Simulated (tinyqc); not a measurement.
## Doping from the body effect

Inverse problem. The threshold of a long MOSFET, counted against the source, shifts by gamma (sqrt(2 phiF + Vsb) - sqrt(2 phiF)) with gamma = sqrt(2 eps0 eps_r q N)/Cox. Find 2 phiF, gamma and N from two shifts.

Values chosen for this exercise:

| symbol | value | unit | meaning |
|---|---|---|---|
| eps_r | 11.9 |  | relative permittivity |

Constants: q = 1.602176634e-19 C, eps0 = 8.8541878128e-14 F/cm where lengths are in cm. Results are converted to the units shown.

|VT - VT(0)| at source-body biases 0.7 and 2.9 V (V): [0.63459428, 1.9953297]
Cox = 0.18174386 uF/cm^2

Solution. The ratio of the shifts depends on 2 phiF alone and rises steadily with it, so it fixes 2 phiF; either shift then gives gamma, and gamma gives N.

2 phiF = 0.857 V
gamma = 1.97 V^0.5
N = 3.80e17 cm^-3

Program tinyqc, `OMP_NUM_THREADS=1 python tinyqc.py 2060054 2060055 out.jsonl`; Intel Xeon 2.30GHz, shared host, one thread, about 0.01 s.
